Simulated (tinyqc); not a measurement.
RKS/PBE0 in the sto-3g basis, for H3+, spin multiplicity 1, step by step. One step of it, computed by the program tinyqc.

Task: Iteration 2: building the Kohn-Sham matrix. J_ij = sum D_kl (ij|kl), K_ij = sum D_kl (ik|jl); F = H + J - 0.125 K + V_xc; E = tr D H + tr D J / 2 - 0.0625 tr D K + E_xc + E_nn.

D after iteration 1, lower triangle:
```
          1H 1s     2H 1s     3H 1s
1H 1s  0.440287
2H 1s  0.440287  0.440287
3H 1s  0.444485  0.444485  0.448722
```

core Hamiltonian H = T + V (hartree), lower triangle:
```
           1H 1s      2H 1s      3H 1s
1H 1s  -1.163750
2H 1s  -0.414621  -1.163750
3H 1s  -0.414328  -0.414328  -1.163639
```

Two-electron integrals (ij|kl) in chemists' order, unique and non-zero (hartree):
```
(11|11) 0.774606   (21|11) 0.134874   (21|21) 0.036064   (22|11) 0.343334
(22|21) 0.134874   (22|22) 0.774606   (31|11) 0.134760   (31|21) 0.030343
(31|22) 0.094024   (31|31) 0.036009   (32|11) 0.094024   (32|21) 0.030343
(32|22) 0.134760   (32|31) 0.030323   (32|32) 0.036009   (33|11) 0.343233
(33|21) 0.094070   (33|22) 0.343233   (33|31) 0.134760   (33|32) 0.134760
(33|33) 0.774606
```

nuclear repulsion = 1.04972649 hartree

V_xc (hartree), lower triangle:
```
           1H 1s      2H 1s      3H 1s
1H 1s  -0.288134
2H 1s  -0.065082  -0.288134
3H 1s  -0.066186  -0.066186  -0.291033
```

E_xc = sum of w rho eps_xc = -0.43605629 hartree

Give: Coulomb J; exchange K; Kohn-Sham matrix F; total energy of this density.

Result:

Coulomb J (hartree), lower triangle:
```
        1H 1s   2H 1s   3H 1s
1H 1s  0.9684
2H 1s  0.2467  0.9684
3H 1s  0.2469  0.2469  0.9723
```

exchange K (hartree), lower triangle:
```
        1H 1s   2H 1s   3H 1s
1H 1s  0.6386
2H 1s  0.4100  0.6386
3H 1s  0.4118  0.4118  0.6456
```

Kohn-Sham matrix F (hartree), lower triangle:
```
         1H 1s    2H 1s    3H 1s
1H 1s  -0.5633
2H 1s  -0.2843  -0.5633
3H 1s  -0.2851  -0.2851  -0.5631
```

total energy of this density = -1.183989 hartree
